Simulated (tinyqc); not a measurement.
# Which input was changed?

Model: two-step dopant diffusion (predeposition and drive-in) with a constant diffusivity. Computed by tinyqc, a small Python program. Command: `OMP_NUM_THREADS=1 python tinyqc.py 3010688 3010689 out.jsonl dopdiff which`. One thread of a shared host (Intel(R) Xeon(R) Processor @ 2.30GHz), about 0.3 s of CPU time with the checks.

Fick diffusion into a half space x > 0 whose background doping C_B is of the opposite type, so that a junction lies where C = C_B.

Inputs (values chosen for the exercise, modelled on aluminium in silicon):
```
quantity                        value    unit
prefactor D0                     1.34  cm^2/s
activation energy E              3.41      eV
surface concentration C_s     8.8e+18  1/cm^3
background doping C_B         1.1e+14  1/cm^3
predeposition temperature T1     1000       C
predeposition time t1              45     min
drive-in temperature T2          1150       C
drive-in time t2                  120     min
```

Furnace ramps of the drive-in: none.

Constants: k_B = 8.617333262e-05 eV/K.

Method:
- D = D0 exp(-E/(k_B T)).
- Temperatures in kelvin are T(C) + 273.15.
- Times in seconds are 60 times the minutes.
- (Dt)2 = D2 t2, t2 in seconds.
- C = C_s erfc(x/(2 sqrt(D1 t1))); dose Q = 2 C_s sqrt(D1 t1/pi); the junction solves erfc(z) = C_B/C_s with x_j = 2 z sqrt(D1 t1).
- With a sealed surface and a thin source, C = Q/sqrt(pi (Dt)2) exp(-x^2/(4 (Dt)2)); x_j = 2 sqrt((Dt)2 ln(C(0)/C_B)); gradient at the junction |dC/dx| = C_B x_j/(2 (Dt)2).
- Exact two-step profile: C = (2 C_s/pi) int_0^alpha exp(-beta (1 + u^2))/(1 + u^2) du with alpha = sqrt(D1 t1/(Dt)2), beta = x^2/(4 (D1 t1 + (Dt)2)).
- The integral takes 48 Gauss-Legendre points; solve C(x) = C_B.

Problem. One of these inputs alone was changed, within the range given: prefactor D0 (0.67 to 2.68); predeposition time t1 (22.5 to 90); predeposition temperature T1 (800 to 1100); drive-in temperature T2 (950 to 1250). Which one, and to what value?

Results:
```
run     surface concentration C(0) (Gaussian) (1/cm^3)  dose Q (1/cm^2)  exact junction depth (um)
before                                    6.668165e+17     1.063925e+14                   5.337016
after                                     1.363204e+17     2.175031e+13                   4.805614
```

Solution.

Each candidate set to reproduce surface concentration C(0) (Gaussian), and what it then gives:
```
candidate                         range searched  value needed  dose Q (1/cm^2)  exact junction depth (um)
prefactor D0 (cm^2/s)               0.67 to 2.68     no effect                -                          -
predeposition time t1 (min)           22.5 to 90  out of reach                -                          -
predeposition temperature T1 (C)     800 to 1100         882.0       2.1750e+13                     4.8056
drive-in temperature T2 (C)          950 to 1250  out of reach                -                          -
```

Only predeposition temperature T1 fits every result: it went from 1000 to 882 C. No other candidate reaches the first result within its range.

Caution: C_s exceeds the intrinsic carrier density of silicon at the predeposition temperature (2e18 to 1e19 per cm^3), where real diffusivities rise with concentration and profiles turn box-like.
